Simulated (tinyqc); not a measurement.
What moves the results: ellipsoidal valleys in the axes of a wafer and a channel. A value that a table varies takes the place of the one given here.

Valleys with axes a along x, y and z, one whole valley each; inverse mass tensor w = 1/mt + (1/ml - 1/mt) a a. Device axes: z = nz/|nz|, x = nx/|nx|, y = z cross x; in them a = (ax, ay, az). Confinement mass mz = 1/w_zz. In the plane w_ij is replaced by u_ij = w_ij - w_iz w_jz/w_zz (i, j = x, y); density-of-states mass md = 1/sqrt(det u); conductivity mass along x mc = 1/u_xx; ballistic transport mass mx = u_yy/det u, width mass my = 1/u_yy.

Hard walls: E_n = c (n pi/t)^2/mz, c = hbar^2/2m0, n = 1, 2, 3. Non-degenerate share of a valley proportional to md sum_n exp(-E_n/kT); mean 1/mc = sum of share/mc. 1 nm = 10 angstrom.

Constants: hbar^2/2m0 = 3.80998211 eV angstrom^2; kB = 8.617333262e-05 eV/K.

Values chosen for the exercise (near those of the X valleys of AlAs; the results hold for these values, not for the real material): ml = 1.109 m0 (longitudinal mass); mt = 0.208 m0 (transverse mass); t = 2.9 nm (thickness of the film); T = 77 K (temperature); nz = (1, 1, 1) (surface normal (confinement)); nx = (1, 1, -2) (channel direction).

## Wafer and channel orientation

For each face/channel: the lowest ladder (mz, number of valleys, md, E1, share) and the mean conductivity mass over all valleys.

Results:
```
face/channel     mz  valleys     md  E1 (meV)  share  mean mc
(001)/[110]   1.109        1  0.208      40.3  1.000   0.2080
(110)/[001]   0.350        2  0.370     127.6  1.000   0.2080
(113)/[1-10]  0.620        1  0.278      72.1  1.000   0.2080
(001)/[100]   1.109        1  0.208      40.3  1.000   0.2080
(110)/[1-11]  0.350        2  0.370     127.6  1.000   0.3824
(111)/[1-10]  0.285        3  0.410     156.7  1.000   0.3309
(100)/[011]   1.109        1  0.208      40.3  1.000   0.2080
```

The mean conductivity mass is lowest, 0.2080, for (001)/[110], (110)/[001], (113)/[1-10], (001)/[100] and (100)/[011] and highest, 0.3824, for (110)/[1-11]; the bulk value is 0.2852. The confinement energy is lowest on the face with the heaviest mz ((001), 40 meV). The density of states of the lowest ladder, valleys times md, runs between 0.208 and 1.230; a small value limits the charge through the quantum capacitance. Rows with E1 above about 150 meV are beyond the parabolic range, and other valley families may lie lower.

## What each parameter does

Lowest E1, its share and the mean conductivity mass. Each row changes one parameter from the base and keeps the others.

Results:
```
case           lowest E1 (meV)   share  mean mc (m0)
base                    156.75  1.0000        0.3309
ml = 1.22 m0            155.53  1.0000        0.3367
mt = 0.229 m0           143.61  1.0000        0.3576
t = 2.61 nm             193.52  1.0000        0.3309
T = 69.3 K              156.75  1.0000        0.3309
```

The largest shifts from the base row, up to three for each result and ties (the steps differ in size, so this ranks the rows, not the parameters). lowest E1 (meV): t +36.77, mt -13.14, ml -1.22; unchanged at the printed digits by T. share: unchanged at the printed digits by ml, mt, t and T. mean mc (m0): mt +0.0267, ml +0.0058; unchanged at the printed digits by t and T.

Run: tinyqc, `OMP_NUM_THREADS=1 python tinyqc.py 1880458 1880459 out.jsonl`; Intel(R) Xeon(R) Processor @ 2.30GHz, one thread, shared host; about 0.01 s of CPU time with all checks.
